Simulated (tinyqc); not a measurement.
Sp3 tight binding, zinc-blende lattice, step by step. One step of it, computed by the program tinyqc.

Question. Levels at k. Diagonalise the Hermitian matrix.

H(k) at k (eV):
```
                      a s                 a px                 a py                a pz
a s            -14.900000             0.000000             0.000000            0.000000
a px             0.000000            -6.160000             0.000000            0.000000
a py             0.000000             0.000000            -6.160000            0.000000
a pz             0.000000             0.000000             0.000000           -6.160000
c s   -3.425195+0.116385i  -0.034966+6.564449i  -0.934259+0.245682i  0.620523-0.369899i
c px   0.034966-6.564449i   1.321147-0.044891i  -0.788560+0.470068i  1.187255-0.312213i
c py   0.934259-0.245682i  -0.788560+0.470068i   1.321147-0.044891i  0.044434-8.342090i
c pz  -0.620523+0.369899i   1.187255-0.312213i   0.044434-8.342090i  1.321147-0.044891i

                      c s                 c px                 c py                 c pz
a s   -3.425195-0.116385i   0.034966+6.564449i   0.934259+0.245682i  -0.620523-0.369899i
a px  -0.034966-6.564449i   1.321147+0.044891i  -0.788560-0.470068i   1.187255+0.312213i
a py  -0.934259-0.245682i  -0.788560-0.470068i   1.321147+0.044891i   0.044434+8.342090i
a pz   0.620523+0.369899i   1.187255+0.312213i   0.044434+8.342090i   1.321147+0.044891i
c s            -14.900000             0.000000             0.000000             0.000000
c px             0.000000            -6.160000             0.000000             0.000000
c py             0.000000             0.000000            -6.160000             0.000000
c pz             0.000000             0.000000             0.000000            -6.160000
```

Give: eigenvalues; weights |c|^2 of the basis functions.

Answer.

eigenvalues (eV): -21.061  -16.532  -14.742  -14.655  -2.623  -1.998  2.345  2.506

weights |c|^2 of the basis functions:
```
      band 1  band 2  band 3  band 4  band 5  band 6  band 7  band 8
a s    0.428   0.310   0.008   0.002   0.178   0.073   0.000   0.001
a px   0.071   0.158   0.024   0.007   0.307   0.418   0.000   0.015
a py   0.001   0.018   0.260   0.216   0.010   0.006   0.238   0.251
a pz   0.001   0.014   0.208   0.275   0.004   0.003   0.262   0.233
c s    0.428   0.310   0.008   0.002   0.178   0.073   0.000   0.001
c px   0.071   0.158   0.024   0.007   0.307   0.418   0.000   0.015
c py   0.001   0.018   0.260   0.216   0.010   0.006   0.238   0.251
c pz   0.001   0.014   0.208   0.275   0.004   0.003   0.262   0.233
```
